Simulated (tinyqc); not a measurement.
Koster-Slater impurity in a tight-binding band, by Green functions and by supercells: one step, computed by the program tinyqc. Command: `OMP_NUM_THREADS=1 python tinyqc.py 3008015 3008016 out.jsonl kosterslater walk`. One thread of a shared host (Intel(R) Xeon(R) Processor @ 2.30GHz), about 0.04 s of CPU time with the checks.

One orbital per site, e(k) = -2 t sum cos(k_i) over 3 direction(s), band from -6 t to 6 t, lattice constant 1. One site has the extra energy U. Spin is left out.

Problem. The bound state. Outside the band G0(E) = (1/pi) int_0^pi dk (2/(pi z)) K(16 t^2/z^2), z = E + 2 t cos k, K the complete elliptic integral with parameter m; 200 Gauss-Legendre points. A bound state solves 1/U = G0(E). Bisection in ln(distance from the edge) between 1e-5 t and |U| + t. Weight on the impurity site: -1/(U^2 dG0/dE), by a central difference with step min(1e-4 t, distance/30). Decay length along an axis: 1/arccosh(1 + distance/(2 t)).

Inputs (values chosen for the exercise, for a model band): hopping t = 0.92 eV; impurity potential U = -7 eV.

Lattice: simple cubic.

Give: level E_b; distance from the band edge; weight on the impurity site; decay length.

Solution.

level E_b = -7.768 eV

distance from the band edge = 2.248 eV

weight on the impurity site = 0.8762

decay length = 0.6961 sites

The state is compact: most of it sits on the impurity.
